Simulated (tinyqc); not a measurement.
Solid solubility of a dopant against its melt (retrograde solidus), clustering and the electrically active fraction. Changing the atoms per cluster m. Computed by tinyqc, a small Python program. Command: `OMP_NUM_THREADS=1 python tinyqc.py 3027798 3027799 out.jsonl retro sweep`. One thread of a shared host (Intel(R) Xeon(R) Processor @ 2.30GHz), about 0.01 s of CPU time with the checks.

Inputs (values chosen for the exercise):
```
quantity                                       value            unit
total dopant density N_t                     2.8e+21          1/cm^3
cluster scale N* at 1273 K                   2.7e+20          1/cm^3
activation energy E_b of the cluster scale      0.59              eV
anneal temperature T_a                          1175               K
prefactor of n_i                            3.88e+16  1/(cm^3 K^1.5)
energy E_i in n_i                              0.611              eV
mobility mu                                       75      cm^2/(V s)
```

Clustering: clusters that take up free electrons.

Constants: k_B = 8.617333262e-05 eV/K; e = 1.602176634e-19 C.

Method. A highly soluble donor (another dopant than that of the solidus) is limited by clustering. Donors N_a are active, and clusters hold m atoms each: N_t = N_a + m C, m C = N* (N_a/N*)^m (n/N*)^m, each atom taking one electron, n = N_a/2 + sqrt(N_a^2/4 + n_i^2), n_i = prefactor x T^1.5 exp(-E_i/(k_B T)), with N*(T) = N*(1273 K) exp[-(E_b/k_B)(1/T - 1/1273)]. Resistivity = 1/(e mu N_a).

One run for each value:
```
atoms per cluster m  active density N_a (1/cm^3)  active fraction
2                                     3.3522e+20          0.11972
3                                     2.6974e+20          0.09634
4                                     2.4150e+20          0.08625
5                                     2.2589e+20          0.08067
6                                     2.1600e+20          0.07714
```

Describe the trends.

Over the rows, active density N_a (1/cm^3) falls from 3.35e20 to 2.16e20 (exponent d ln y / d ln x -0.54 between the first rows and -0.25 between the last); active fraction falls from 0.120 to 0.0771 (exponent d ln y / d ln x -0.54 between the first rows and -0.25 between the last).

Caution (all rows): this clustering law is a generic form; degeneracy and a doping-dependent mobility are left out.
